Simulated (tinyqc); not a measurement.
Competing polymorphs of an oxide film: bulk, surface, grain-boundary, dopant and field terms: one step, computed by the program tinyqc.

Phases: monoclinic m (reference), polar orthorhombic o, tetragonal t. Free energies per formula unit (f.u.); 1 J/m^2 x angstrom^3/nm = 6.241509 meV.

Question. Crossing points. With G = b + gamma Omega A (b the bulk free energy per formula unit, A the area per volume), two phases i, j cross at A_ij = (b_j - b_i)/(Omega (gamma_i - gamma_j)); o has a window only if A_mo < A_ot.

Inputs (values chosen for the exercise, for a model oxide):
```
quantity,value,unit
surface energy of m,2.91,J/m^2
surface energy of o,2.5,J/m^2
surface energy of t,2.41,J/m^2
volume per formula unit Omega,35.5,angstrom^3
temperature T,500,K
```

b (meV/f.u.): m 0.00, o 48.05, t 90.70

Give: A_mo; A_ot; A_mt.

Answer.

A_mo = 0.5289 1/nm

A_ot = 2.139 1/nm

A_mt = 0.8187 1/nm

o is lowest for A between 0.529 and 2.139 1/nm, m below and t above.
